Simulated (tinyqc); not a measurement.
## Poole-Frenkel parameters from three currents

Inverse problem. Poole-Frenkel conduction in an insulator follows J = s0 F exp[-(pt - sqrt(q F/(pi eps0 ei)))/Vt], Vt = kB T/q, F in V/cm. Find ei, pt and s0.

Constants: q = 1.602176634e-19 C, kB = 1.380649e-23 J/K, eps0 = 8.8541878128e-14 F/cm where lengths are in cm. Results are converted to the units shown.

J at (1.12 MV/cm, 350 K), (4.5 MV/cm, 350 K) and (4.5 MV/cm, 400 K) (A/cm^2): 3.3329582e-6  11.976993  44.226172

Answer. The two fields give the lowering coefficient and so ei; the two temperatures give the lowered barrier, to which the lowering is added back.

ei = 3.81
pt = 1.14 eV
s0 = 0.0920 S/cm

tinyqc, about 0.01 s, one thread, Intel Xeon 2.30GHz (shared host): `OMP_NUM_THREADS=1 python tinyqc.py 2370089 2370090 out.jsonl`
